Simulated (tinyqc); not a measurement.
Single-domain magnet: Stoner-Wohlfarth switching, Neel-Arrhenius retention, LLG dynamics and spin torque: one step, computed by the program tinyqc. Command: `OMP_NUM_THREADS=1 python tinyqc.py 3018798 3018799 out.jsonl macro walk`. One thread of a shared host (Intel(R) Xeon(R) Processor @ 2.30GHz), about 0.02 s of CPU time with the checks.

The moment is uniform, with unit vector m; z is the easy axis. mu_0 = 1.25663706212e-6 T m/A, gamma = 1.76085963023e11 rad/(s T).

Question. Barrier in a tilted field. Energy over K_eff V: e(theta) = sin^2(theta) + 2 h cos(theta - psi) for m at the angle theta from +z and a field that points at psi from -z (it pulls m away from +z towards negative theta); h_sw = (cos^(2/3) psi + sin^(2/3) psi)^(-3/2). The metastable minimum and the saddle are the two roots of e'(theta) = sin(2 theta) - 2 h sin(theta - psi) on either side of theta_c = -arctan(tan^(1/3) psi).

Inputs (values chosen for the exercise, for a model magnet): temperature T = 250 K; field angle psi from the easy axis = 15 degrees; reversing field h = H/H_K = 0.42.

Shape: thin disc, easy axis normal to it.

stability factor Delta = 597.3372

Give: switching field h_sw; minimum theta; saddle theta; barrier / (K_eff V); barrier / (k_B T).

Answer.

switching field h_sw = 0.6147

minimum theta = -10.67 degrees

saddle theta = -62.46 degrees

barrier / (K_eff V) = 0.1772

barrier / (k_B T) = 105.9

The form (1 - h/h_sw)^n reproduces this barrier with n = 1.505; n is 2 for a field on the axis, and the approach to h_sw has the exponent 3/2 off the axis. Caution: a flat cylinder has a smaller N_z than the spheroid of the same t/d, so K_eff of a real disc is larger. Caution: a domain wall can cross the element at lower cost, so the single-domain barrier is an upper bound.
